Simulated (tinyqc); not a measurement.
p-type polysilicon, carrier trapping at grain boundaries: two steps of the calculation.

One-dimensional grains of size Lg, uniform ionised doping N, monovalent traps Qt at each boundary at a depth Et below (for electrons) or above (for holes) the band edge there, abrupt depletion of width W on each side of a boundary, Boltzmann statistics. xi is the distance from the band edge at the grain centre to the Fermi level. Trapped charge Qt/(1 + exp((xi + VB - Et)/Vt)) = 2 N W, barrier VB = q N W^2/(2 eps0 eps_r).

Inputs (values chosen for the exercise); values of the order met in polycrystalline silicon: temperature T = 400 K; relative permittivity eps_r = 11.7; valence-band density of states at T NB = 4.08e19 cm^-3; grain size Lg = 92 nm; trap density of a grain boundary Qt = 3.7e12 cm^-2; depth of the trap level from the majority band edge at the boundary Et = 0.35 eV; mass for thermionic emission ms = 0.48 m0; correction factor of the emission rate fe = 1; mobility inside the grains mug = 220 cm^2/(V s); doping N = 2.8e18 cm^-3.

Constants: q = 1.602176634e-19 C, kB = 1.380649e-23 J/K, m0 = 9.1093837015e-31 kg, Vt = kB T/q, eps0 = 8.8541878128e-14 F/cm where lengths are in cm. Results are converted to the units shown.

Question 1. New W. Partly depleted grain, xi = Vt ln(NB/N): f = 1/(1 + exp((xi + VB - Et)/Vt)), g = Qt f - 2 N W, g' = -2 Qt f (1 - f) VB/(W Vt) - 2 N, W(new) = W - g/g'.

W after iteration 1 = 6.5836699 nm

Give: VB; f; g; g'; W after iteration 2.

Answer 1.

VB = 0.093851 V
f = 0.99144
g = -1.8524e10 cm^-2
g' = -5.8597e11 cm^-2/nm
W after iteration 2 = 6.5521 nm

Question 2. Resistivity and effective mobility. n0 = NB exp(-xi/Vt); mean density n0 (1 - 2 W/Lg) by charge balance in a partly depleted grain, and n0 (sqrt(pi)/2) erf(u)/u with u = sqrt(VB/Vt) in a fully depleted one; v = sqrt(kB T/(2 pi ms m0)); barrier resistivity Vt exp(VB/Vt)/(q fe n0 v Lg); grain resistivity (1 - 2 W/Lg)/(q n0 mug); effective mobility 1/(q mean density total resistivity).

W = 6.5520355 nm
xi = 0.092345503 V
VB = 0.092951483 V

Give: n0; mean density; v; barrier resistivity; grain resistivity; resistivity; effective mobility.

Answer 2.

n0 = 2.800e18 cm^-3
mean density = 2.401e18 cm^-3
v = 4.483e6 cm/s
barrier resistivity = 0.02762 ohm cm
grain resistivity = 8.689e-3 ohm cm
resistivity = 0.03631 ohm cm
effective mobility = 71.58 cm^2/(V s)

The resistivity is 3.58 times that of a single crystal with the same N and mobility mug, and the mean density is 85.8 % of N.

tinyqc, about 0.01 s, one thread, Intel Xeon 2.30GHz (shared host): `OMP_NUM_THREADS=1 python tinyqc.py 2830048 2830049 out.jsonl`
